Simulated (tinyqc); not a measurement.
Uniformly doped HEMT, charge control: one step of the calculation.

A two-dimensional electron gas of density ns under a barrier. EF and the subbands are counted from the conduction-band edge of the channel at the interface. Two subbands of a triangular well with an infinite wall, parabolic band, no carriers in the barrier.

Question. Barrier and off voltage. Fully depleted barrier with eb = ebr: Vp = q ND (d - ds)^2/(2 eps0 eb); donors per area ND (d - ds); Voff = phiB - dEc - Vp.

Parameters, values chosen for the exercise; material values close to those of InAlAs on In0.53Ga0.47As:
```
symbol,value,unit,meaning
d,32,nm,barrier thickness from gate to channel
ds,2.6,nm,undoped spacer next to the channel
ebr,12.7,,relative permittivity of the barrier
phiB,0.683,eV,barrier height of the gate
dEc,0.498,eV,conduction-band offset
ND,2.6e18,cm^-3,donor density of the doped part
```

Constants: q = 1.602176634e-19 C, eps0 = 8.8541878128e-14 F/cm where lengths are in cm. Results are converted to the units shown.

Give: Vp; donors per area; eb; Voff.

Answer.

Vp = 1.601 V
donors per area = 7.644e12 cm^-2
eb = 12.70
Voff = -1.416 V

Numbers from tinyqc (`OMP_NUM_THREADS=1 python tinyqc.py 2180072 2180073 out.jsonl`; about 0.01 s on one thread of a shared Intel Xeon 2.30GHz).
